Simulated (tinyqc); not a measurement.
Haynes-Shockley experiment: drift, diffusion and decay of a minority-carrier pulse. Changing the distance d to the collector. Computed by tinyqc, a small Python program. Command: `OMP_NUM_THREADS=1 python tinyqc.py 3113157 3113158 out.jsonl haynes sweep`. One thread of a shared host (Intel(R) Xeon(R) Processor @ 2.30GHz), about 0.01 s of CPU time with the checks.

A thin sheet of excess carriers is made at x = 0, t = 0 in a long uniform bar; injection is low, so the pulse moves with the minority mobility.

Inputs (values chosen for the exercise, modelled on holes in n-type germanium in a lightly doped bar):
```
quantity                     value         unit
minority mobility mu          2010   cm^2/(V s)
lifetime tau                   100  microsecond
temperature T                  300            K
field F                        2.1         V/cm
injected sheet density N0  1.5e+09       1/cm^2
```

Constants: k_B = 8.617333262e-05 eV/K.

Method:
- D = mu k_B T/e, v = mu F.
- Transit time d/v, diffusion length sqrt(D tau), drift length v tau, Peclet number v d/D = e F d/(k_B T).
- dn(x, t) = N0/sqrt(4 pi D t) exp(-(x - v t)^2/(4 D t) - t/tau).
- At fixed x the signal peaks where d ln(dn)/dt = 0: a t^2 + t/2 - x^2/(4 D) = 0 with a = v^2/(4 D) + 1/tau.
- The full width at half maximum is found by solving dn(x, t) = peak/2 on both sides of the peak.
- With w the full width at half maximum: mu = d/(F t_p); D = (w d)^2/(16 ln2 t_p^3); Einstein ratio D/mu against k_B T/e.

One run for each value; columns: (1) distance d to the collector (cm); (2) width at half maximum (microsecond); (3) peak density (1/cm^3); (4) error of mu (%); (5) Peclet number:
```
(1)       (2)         (3)     (4)     (5)
0.038  12.957  1.9882e+10  42.922   3.087
0.057  16.895  1.5152e+10  29.454   4.630
0.087  21.812  1.1247e+10  20.765   7.067
0.130  27.423  8.2416e+09  15.565  10.560
0.200  34.704  5.6109e+09  12.006  16.246
0.300  43.038  3.6210e+09   9.855  24.369
0.460  53.762  2.0159e+09   8.382  37.367
```

Over the rows, width at half maximum (microsecond) rises from 13.0 to 53.8 (exponent d ln y / d ln x 0.65 between the first rows and 0.52 between the last); peak density (1/cm^3) falls from 1.99e10 to 2.02e9 (exponent d ln y / d ln x -0.67 between the first rows and -1.4 between the last); error of mu (%) falls from 42.9 to 8.38 (exponent d ln y / d ln x -0.93 between the first rows and -0.38 between the last).  Left out: 0.0250 (the run failed its checks).

Extremes, crossings and ranges named in words are read from the listed rows.
